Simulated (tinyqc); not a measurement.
Hot carriers by balance equations with a heated Maxwellian: one step, computed by the program tinyqc.

The carriers follow a Maxwellian at an electron temperature T_e, slightly displaced; the drift energy is neglected against k_B T_e. The balance averages the rate, not the time, so mu_0 lies below the relaxation-time value.

Problem. Drift velocity. Parabolic band: E = hbar^2 k^2/(2 m), speed v = hbar k/m, states per spin, volume and energy g(E) = m k/(2 pi^2 hbar^2). Masses are multiplied by m_0 and all formulas are in SI units. Phonon occupation N_q = 1/(exp(hbar w/(k_B T)) - 1). Acoustic deformation potential (elastic, equipartition, absorption and emission together): 1/tau = 2 pi k_B T D_A^2 g(E)/(hbar rho v_l^2). Optical or intervalley deformation potential: 1/tau = (pi Z_f D_o^2/(rho w)) [N_q g(E + hbar w) + (N_q + 1) g(E - hbar w)], with g = 0 below the band edge. Averages over the Maxwellian, <y> = int y x^(1/2) exp(-x) dx / int x^(1/2) exp(-x) dx with x = E/(k_B T_e), split at x_0 = hbar w/(k_B T_e): 64 Gauss-Legendre points in sqrt(x) below it and 128 in sqrt(x - x_0) above it, up to x = 32. Momentum balance: mu(T_e) = e/(m nu), nu = <x (sum of rates)>/<x>. Power lost per carrier: P(T_e) = hbar w <emission rate - absorption rate> + <(2 m v_l^2/(k_B T)) (E - 2 k_B T) acoustic rate>. v = mu(T_e) F; warm-carrier coefficient (mu/mu_0 - 1)/F^2.

Inputs (values chosen for the exercise, modelled on holes in silicon): effective mass m = 0.514 m_0; density rho = 2329 kg/m^3; sound velocity v_l = 9180 m/s; acoustic deformation potential D_A = 5.1 eV; phonon energy hbar w = 61.1 meV; optical or intervalley deformation potential D_o = 8.5 1e8 eV/cm; final valleys Z_f = 1; lattice temperature T = 250 K; electric field F = 0.52 kV/cm.

Band: parabolic. Solver: damped fixed point.

electron temperature T_e = 251.1516 K

low-field mobility mu_0 = 1201.912 cm^2/(V s)

Constants: k_B = 8.617333262e-05 eV/K; k_B = 1.380649e-23 J/K; e = 1.602176634e-19 C; hbar = 1.054571817e-34 J s; m_0 = 9.1093837015e-31 kg; hbar = 6.582119569e-16 eV s.

Give: mobility mu(T_e); drift velocity; mu/mu_0; (mu/mu_0 - 1)/F^2.

Solution.

mobility mu(T_e) = 1195 cm^2/(V s)

drift velocity = 0.06214 1e7 cm/s

mu/mu_0 = 0.9943

(mu/mu_0 - 1)/F^2 = -0.02119 cm^2/kV^2

Caution: the drift energy m v^2/2 is not small against the heating (3/2) k_B (T_e - T), so T_e - T is rough.
